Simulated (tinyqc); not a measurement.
Mobility and doping from two currents.

Question. A trap-free film with injecting contacts is fitted, with diffusion neglected, by J = q mu N V/Lf + (9/8) eps0 eps_r mu V^2/Lf^3. Find mu, N and the voltage at which both terms are equal.

Parameters, values chosen for the exercise: relative permittivity eps_r = 16.2; film thickness Lf = 1100 nm.

Constants: q = 1.602176634e-19 C, eps0 = 8.8541878128e-14 F/cm where lengths are in cm. Results are converted to the units shown.

J at 2.6 and 18 V (A/cm^2): [1.8179688, 27.037004]

Solution. J/V is a straight line in V: the slope gives mu and the intercept mu N.

mu = 0.04300 cm^2/(V s)
N = 9.000e15 cm^-3
crossover voltage = 10.81 V

Numbers from tinyqc (`OMP_NUM_THREADS=1 python tinyqc.py 2730034 2730035 out.jsonl`; about 3 s on one thread of a shared Intel Xeon 2.30GHz).
